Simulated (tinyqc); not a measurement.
Heat flow across a film from the phonon Boltzmann equation in the relaxation-time approximation. From one set of inputs to another, one input at a time. Computed by tinyqc, a small Python program. Command: `OMP_NUM_THREADS=1 python tinyqc.py 3020177 3020178 out.jsonl slabbte ladder`. One thread of a shared host (Intel(R) Xeon(R) Processor @ 2.30GHz), about 0.05 s of CPU time with the checks.

Two black walls, hot at x = 0 and cold at x = L, emit phonons isotropically. For one free path Lambda, with tau = x/Lambda, tau_L = L/Lambda and phi = (T - T_cold)/Delta T, energy balance gives phi(tau) = (1/2) [E2(tau) + int_0^tau_L phi(s) E1(|tau - s|) ds]; E_n are the exponential integrals. The flux over the ballistic flux C v Delta T/4 is psi = 1 - 2 int_0^tau_L phi(s) E2(s) ds, and kappa_eff/kappa = (3/4) tau_L psi. kappa = C v Lambda/3 is an input, so at fixed kappa a longer free path means a smaller C v.

The inputs printed are set A. Set A is modelled on indium phosphide; the values taken over come from a set modelled on germanium. Inputs not listed in the table keep their values of set A, so the rows need not describe a real material.

Inputs (values chosen for the exercise, modelled on indium phosphide):
```
quantity                             value     unit
bulk conductivity kappa               65.3  W/(m K)
film thickness L                        16       nm
wall temperature difference Delta T    9.3        K
free path Lambda_1                      66       nm
free path Lambda_2                     440       nm
share f_2 of kappa                    0.15        -
cells n in the small system              6        -
```

Free-path groups: two.

Method:
- Cut the film into n equal cells with constant phi, collocated at the centres c_i: the kernel integrates to A_ij = |E2(|c_i - e_j|) - E2(|c_i - e_(j+1)|)|/2 for cell edges e_j, and A_ii = 1 - E2(half a cell); solve (1 - A) phi = E2(c)/2; psi = 1 - 2 sum_j phi_j [E3(e_j) - E3(e_(j+1))].
- Use 150 and 300 cells and extrapolate psi = (4 psi(300) - psi(150))/3. The jump at the hot wall is 1 - phi there (linear extrapolation from the first two of 300 cells). Two-flux (diffusion with slip) formula: psi = 1/(1 + 3 tau_L/4).
- Each group is solved on its own with 150 and 300 cells, psi = (4 psi(300) - psi(150))/3, and weighted by its share of kappa (f_1 is what the others leave); exchange of energy between groups inside the film is left out.
- Flux J = kappa_eff Delta T/L; apparent boundary resistance per wall (L/kappa_eff - L/kappa)/2.

Each row keeps all changes above it:
```
input moved                        from    to  kappa_eff (W/(m K))  apparent resistance per wall (m^2 K/GW)  psi for Lambda_1
set A                                 -     -                8.579                                   0.8100           0.82447
free path Lambda_2 (nm)             440   840                8.458                                   0.8234           0.82447
share f_2 of kappa                 0.15   0.4                6.240                                   1.1596           0.82447
bulk conductivity kappa (W/(m K))  65.3  58.4                5.580                                   1.2966           0.82447
free path Lambda_1 (nm)              66   120                3.453                                   2.1796           0.89203
film thickness L (nm)                16   280               26.325                                   2.9209           0.35531
```

Where does the difference come from?

kappa_eff goes from 8.58 to 26.3, a factor 3.07 in all. The largest single move comes from film thickness L (a factor 7.62), and free path Lambda_1 works against it (a factor 0.619). Apparent resistance per wall goes from 0.810 to 2.92, a factor 3.61 in all. The largest single move comes from free path Lambda_1 (a factor 1.68). psi for Lambda_1 goes from 0.824 to 0.355, a factor 0.431 in all. The largest single move comes from film thickness L (a factor 0.398). The single moves hold for this order of the switches; the total does not depend on the order.

Extremes, crossings and ranges named in words are read from the listed rows.
